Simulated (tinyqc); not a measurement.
Inside a calculation. Model: X-ray reflectivity of a thin film on silicon: critical angles, Parratt recursion, fringes and roughness. Computed by tinyqc, a small Python program that keeps every step. Command: `OMP_NUM_THREADS=1 python tinyqc.py 3121368 3121369 out.jsonl xrr walk`. One thread of a shared host (Intel(R) Xeon(R) Processor @ 2.30GHz), about 0.01 s of CPU time with the checks. Intermediate numbers are printed to about 5 digits and carried at full precision; extremes and crossings named in words are read from the listed rows.

n = 1 - delta + i beta; the classical electron radius is r_e = 2.8179403e-6 nm. Layer 0 is vacuum, 1 the film, 2 the substrate.

Inputs (values chosen for the exercise, modelled on tungsten on silicon, copper K-alpha radiation):

| quantity | value | unit |
|---|---|---|
| wavelength lambda | 0.15406 | nm |
| film density rho | 18.2 | g/cm^3 |
| effective electrons per unit mass, film | 0.406 | mol/g |
| beta/delta, film | 0.077 | - |
| film thickness d | 51.7 | nm |
| roughness of the surface sigma_1 | 0.27 | nm |
| roughness of the interface sigma_2 | 0.24 | nm |
| substrate density | 2.33 | g/cm^3 |
| effective electrons per unit mass, substrate | 0.507 | mol/g |
| beta/delta, substrate | 0.023 | - |
| grazing angle theta | 2.25 | degrees |

Constants: N_A = 6.02214076e+23 1/mol.

## Optical constants

delta = r_e lambda^2 rho_e/(2 pi), rho_e = density x electrons per mass x N_A; critical angle sqrt(2 delta), q_c = 4 sqrt(pi r_e rho_e).

Constants:

| layer | rho_e (1/nm^3) | delta | beta | critical angle (degrees) | q_c (1/nm) |
|---|---|---|---|---|---|
| film | 4449.9 | 4.7367e-05 | 3.6473e-06 | 0.55767 | 0.79392 |
| substrate | 711.4 | 7.5726e-06 | 1.7417e-07 | 0.22298 | 0.31744 |

The film is denser in electrons than the substrate, and thick enough to set the edge of total reflection.

## Critical angle of the film

The formulas are those given above.

critical angle of the film = 0.55767 degrees

## Reflectivity at one angle

k_j = (2 pi/lambda) sqrt(sin^2 theta - 2 delta_j + 2 i beta_j); r_ij = (k_i - k_j)/(k_i + k_j) x exp(-2 k_i k_j sigma^2) (Nevot-Croce); r = (r_01 + r_12 p)/(1 + r_01 r_12 p), p = exp(2 i k_1 d); R = |r|^2.

k_0, k_1, k_2 (1/nm): 1.6012  1.5512+0.0039i  1.5933+0.0002i

1000 r_01 = 11.036-0.888i

1000 r_12 = -10.068+0.913i

p = -0.65754-0.11418i

reflectivity R = 3.1552e-04

q = 4 pi sin(theta)/lambda = 3.2023 1/nm

## Fringe period, contrast and decay

Far above the critical angle the period is d theta = lambda/(2 d), or 2 pi/d in q; the envelope runs between (|r_01| - |r_12 p|)^2 and (|r_01| + |r_12 p|)^2; contrast = 2 a b/(a^2 + b^2) with a = |r_01|, b = |r_12 p|; roughness factors on the amplitudes are about exp(-q^2 sigma^2/2).

period in theta = 0.085367 degrees

period in q = 0.12153 1/nm

contrast = 0.88873

roughness factor, surface = 0.68812

roughness factor, interface = 0.74428

## Thickness from the minima

Minima of R theta^4 are located on 6001 points over 7.5 periods, from 1.15 times the larger critical angle. With refraction, sin^2(theta_m) = 2 delta + m^2 (lambda/(2 d))^2, m integer or half-integer; the first six minima are used, and the first order is the one that minimises the largest residual of the least-squares line plus the distance of its intercept from 2 delta. Without refraction, d = lambda/(2 x mean step of sin theta).

Minima:

| order m | theta (degrees) | sin^2 theta |
|---|---|---|
| 4 | 0.65551 | 1.3089e-04 |
| 5 | 0.70321 | 1.5063e-04 |
| 6 | 0.75785 | 1.7494e-04 |
| 7 | 0.81782 | 2.0372e-04 |
| 8 | 0.88206 | 2.3698e-04 |
| 9 | 0.94971 | 2.7472e-04 |

d with refraction = 51.773 nm

d without refraction = 75.017 nm

Against d = 51.7 nm the errors are +0.14 % with and +45.10 % without refraction. The orders are integers, as r_01 and r_12 have opposite signs for a film denser than the substrate.

## Which roughness does what

R is averaged over one period above each angle (64 points); contrast = (max - min)/(max + min) of R theta^4 over that period. Cases: smooth; only sigma_1; only sigma_2; both.

Mean R and contrast:

| theta (degrees) | R smooth | contrast | R, sigma_1 | contrast, sigma_1 | R, sigma_2 | contrast, sigma_2 | R, both | contrast, both |
|---|---|---|---|---|---|---|---|---|
| 0.8 | 2.0564e-02 | 0.45319 | 1.9046e-02 | 0.47402 | 2.0549e-02 | 0.44066 | 1.9029e-02 | 0.46115 |
| 1.2 | 3.9307e-03 | 0.67172 | 3.3197e-03 | 0.72393 | 3.8423e-03 | 0.63264 | 3.2330e-03 | 0.68569 |
| 1.8 | 7.1405e-04 | 0.81535 | 4.9823e-04 | 0.92153 | 6.7034e-04 | 0.72119 | 4.5356e-04 | 0.84322 |
| 2.5 | 2.1027e-04 | 0.87652 | 1.1610e-04 | 0.99812 | 1.8131e-04 | 0.70099 | 8.7591e-05 | 0.91633 |
| 3.5 | 5.7544e-05 | 0.91652 | 2.3789e-05 | 0.89090 | 4.4195e-05 | 0.57996 | 1.0622e-05 | 0.97519 |

At 2.5 degrees sigma_1 alone multiplies the mean R by 0.55 and sigma_2 alone by 0.86; the contrast goes from 0.88 (smooth) to 1.00 and 0.70.

Checks made by the program: smooth bare substrate far above q_c against (q_c/2q)^4 (relative difference 1e-03).
